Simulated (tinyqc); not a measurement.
Pariser-Parr-Pople SCF with singles CI, for the molecule C=Cc1ccccc1 (SMILES; centres numbered as the heavy atoms are written), step by step. One step of it, computed by the program tinyqc.

Problem. Singles CI, triplets. Over the 9 single excitations with the smallest orbital gaps: A = (e_a - e_i) delta - (ij|ab), with (pq|rs) = sum c_mp c_mq gamma_mn c_nr c_ns.

orbital energies (eV): [-14.943274, -12.700841, -11.291392, -10.335373, -0.854627, 0.101392, 1.510841, 3.753274]

coefficients, order 1C, 2C, 3C, 4C, 5C, 6C, 7C, 8C:
```
[[0.148503, 0.434338, 0.011416, 0.537743, 0.537743, 0.011416, -0.434337, 0.148503],
 [0.279453, 0.534430, -0.002200, 0.369169, -0.369169, 0.002200, 0.534430, -0.279453],
 [0.486847, 0.324806, -0.018752, -0.396396, -0.396396, -0.018752, -0.324806, 0.486847],
 [0.397960, 0.012099, 0.491662, -0.315833, 0.315833, -0.491661, 0.012099, -0.397960],
 [0.348066, -0.313649, 0.508959, 0.146409, 0.146409, 0.508959, 0.313649, 0.348066],
 [0.328143, -0.462823, 0.016681, 0.421710, -0.421709, -0.016681, -0.462823, -0.328143],
 [0.346089, -0.327837, -0.490386, 0.179630, 0.179630, -0.490386, 0.327837, 0.346089],
 [0.394785, -0.005803, -0.507923, -0.293471, 0.293471, 0.507923, -0.005803, -0.394785]]
```

repulsion gamma_rs (eV), order 1C, 2C, 3C, 4C, 5C, 6C, 7C, 8C:
```
[[11.130000, 7.554442, 5.239560, 3.670975, 2.869206, 2.763701, 3.276624, 4.668999],
 [7.554442, 11.130000, 7.553010, 5.240060, 3.670163, 3.276624, 3.669614, 5.238699],
 [5.239560, 7.553010, 11.130000, 7.556581, 5.240060, 4.668999, 5.238699, 7.553212],
 [3.670975, 5.240060, 7.556581, 11.130000, 7.553010, 5.239840, 4.668753, 5.240168],
 [2.869206, 3.670163, 5.240060, 7.553010, 11.130000, 7.555992, 5.240168, 4.669089],
 [2.763701, 3.276624, 4.668999, 5.239840, 7.555992, 11.130000, 7.554442, 5.239560],
 [3.276624, 3.669614, 5.238699, 4.668753, 5.240168, 7.554442, 11.130000, 7.553010],
 [4.668999, 5.238699, 7.553212, 5.240168, 4.669089, 5.239560, 7.553010, 11.130000]]
```

Give: triplet CI matrix; triplet excitation energies.

Solution.

triplet CI matrix (eV), order 4>5, 3>5, 4>6, 3>6, 2>5, 4>7, 3>7, 2>6, 1>5:
```
[[3.3079, -0.0412, -0.0412, -0.2105, -0.3590, 0.3590, 0.0539, -0.0539, 0.2111],
 [-0.0412, 4.9258, -0.2105, 0.0187, -0.0223, 0.0539, -1.1098, 0.0139, 0.0884],
 [-0.0412, -0.2105, 4.9258, 0.0187, -0.0539, 0.0223, -0.0139, 1.1098, -0.0178],
 [-0.2105, 0.0187, 0.0187, 4.2457, 0.0139, -0.0139, -0.0140, 0.0140, 0.2502],
 [-0.3590, -0.0223, -0.0539, 0.0139, 5.8035, 1.6179, 0.0269, -0.0340, -0.5485],
 [0.3590, 0.0539, 0.0223, -0.0139, 1.6179, 5.8035, -0.0340, 0.0269, 0.1050],
 [0.0539, -1.1098, -0.0139, -0.0140, 0.0269, -0.0340, 7.3277, 0.3009, -0.0675],
 [-0.0539, 0.0139, 1.1098, 0.0140, -0.0340, 0.0269, 0.3009, 7.3277, -0.0255],
 [0.2111, 0.0884, -0.0178, 0.2502, -0.5485, 0.1050, -0.0675, -0.0255, 8.1518]]
```

triplet excitation energies (eV): [3.0429, 4.1503, 4.2698, 4.4487, 4.7221, 7.3131, 7.4858, 8.0261, 8.3608]
